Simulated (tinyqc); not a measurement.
From results back to parameters: propagation of a band-gap error through k.p and effective-mass formulas. Three cases, with inputs chosen for the exercise.

Problem. A calculation returned the electron mass below. With 1/me = 1 + Ep (E + 2 Dso/3)/(E (E + Dso)) and the given Ep and Dso, which gap E did it have, and by what factor is exp(-E/2kT) off against the gap Eg?

Constants: kB = 8.617333262e-05 eV/K.
Find: X = 1/me - 1; E; log10 of the factor.
Method. X E^2 + (X Dso - Ep) E - (2/3) Ep Dso = 0 has one positive root; the factor is exp((Eg - E)/2kT).

Case 1.

Values chosen (reference values near those of GaAs, gap at low temperature; shifted at random, so the results belong to these values and not to a real crystal): Eg = 1.49 eV (gap at Gamma to the s-like level); Dso = 0.342 eV (spin-orbit splitting); Ep = 25.7 eV (Kane energy); T = 400 K (temperature).

me = 0.1094966 m0

Solution.

X = 1/me - 1 = 8.133
E = 3.054 eV
log10 of the factor = -9.85

Case 2.

Values chosen (reference values near those of GaSb, gap at low temperature; shifted at random, so the results belong to these values and not to a real crystal): Eg = 0.825 eV (gap at Gamma to the s-like level); Dso = 0.751 eV (spin-orbit splitting); Ep = 27.4 eV (Kane energy); T = 400 K (temperature).

me = 0.0118898 m0

Solution.

X = 1/me - 1 = 83.106
E = 0.247 eV
log10 of the factor = 3.64

Case 3.

Values chosen (reference values near those of GaAs, gap at low temperature; shifted at random, so the results belong to these values and not to a real crystal): Eg = 1.504 eV (gap at Gamma to the s-like level); Dso = 0.336 eV (spin-orbit splitting); Ep = 25.2 eV (Kane energy); T = 300 K (temperature).

me = 0.0192302 m0

Solution.

X = 1/me - 1 = 51.001
E = 0.421 eV
log10 of the factor = 9.10

Computed by tinyqc, one run a case: `OMP_NUM_THREADS=1 python tinyqc.py N N+1 out.jsonl` with N = 1850399, 1850401, 1850470; one thread of a shared Intel(R) Xeon(R) Processor @ 2.30GHz, about 0.01 s a run at most.
